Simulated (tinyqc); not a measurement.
## Superjunction drift layer against a plain one, charge balance: effect of the width of each pillar

Alternating n and p pillars of equal width wp, doping N and length Lp. When depleted, the lateral field peaks at Ex = q N wp/(2 eps0 eps_r) at the pillar junctions and a uniform vertical field Ey is added; breakdown is taken where Ex^2 + Ey^2 = Ef^2. Only the n pillars conduct, narrowed by the zero-bias depletion. A first-order model: the field peaks at the pillar ends are left out.

Ec(N) = E16 (N/1e16 cm^-3)^(1/8), mu(N) = mi + (mx - mi)/(1 + (N/Nr)^0.9). Plain drift layer for BV: N solves BV = eps0 eps_r Ec(N)^2/(2 q N), W = 2 BV/Ec, Rsp = W/(q mu N). Ex = a Ef gives N = 2 eps0 eps_r a Ef/(q wp); Ey = Ef sqrt(1 - a^2); Lp = BV/Ey; xd = sqrt(eps0 eps_r Vb/(q N)) on each side; Rsp = 2 Lp/(q mu(N) N (1 - 2 xd/wp)). An imbalance dl leaves the mean net doping |dl| N/2, which tilts the vertical field by s = q |dl| N/(2 eps0 eps_r): BV(dl) = Ey Lp - s Lp^2/2, or Ey^2/(2 s) if the field reaches zero inside the pillar.

Inputs (values chosen for the exercise); values close to those of silicon:
- eps_r = 12.1 (relative permittivity of the semiconductor)
- E16 = 0.395 MV/cm (critical field at a doping of 1e16 cm^-3)
- mx = 1320 cm^2/(V s) (mobility at low doping)
- mi = 93.7 cm^2/(V s) (mobility at high doping)
- Nr = 1.3e17 cm^-3 (reference doping of the mobility)
- BV = 340 V (wanted breakdown voltage)
- Ef = 0.3 MV/cm (critical field inside the pillars)
- a = 0.46 (lateral peak field as a share of Ef)
- Vb = 0.8 V (built-in voltage of the pillar junctions)
- dl = -7.6 % (charge imbalance (Nn - Np)/N)

Constants: q = 1.602176634e-19 C, eps0 = 8.8541878128e-14 F/cm where lengths are in cm. Results are converted to the units shown.

The same in every row: Lp (um) = 12.76; Rsp, plain (mohm cm^2) = 13.68.

Effect of the width of each pillar:
```
wp (um)	N (cm^-3)	Rsp, pillars (mohm cm^2)	BV(dl) (V)
0.62	2.977e16	0.8873	202.2
0.98	1.883e16	1.135	252.8
1.5	1.230e16	1.509	283.0
2.4	7.690e15	2.158	304.4
3.8	4.857e15	3.156	317.5
6	3.076e15	4.703	325.8
9.5	1.943e15	7.132	331.0
15	1.230e15	10.91	334.3
```

As wp goes from 0.62 to 15 um, Rsp of the pillars rises from 0.887 to 10.9 mohm cm^2 and BV with the imbalance rises from 202 to 334 V. Narrow pillars allow more doping and so less resistance, but the same relative imbalance then leaves more net charge. For wp = 6 to 15 um the aspect ratio Lp/wp is under 3, where a pillar model without end effects fails. At wp = 0.62 um the zero-bias depletion takes over 40 % of the pillar, and the on-state voltage would narrow it further.

Numbers from tinyqc (`OMP_NUM_THREADS=1 python tinyqc.py 2590062 2590063 out.jsonl`; about 0.01 s on one thread of a shared Intel Xeon 2.30GHz).
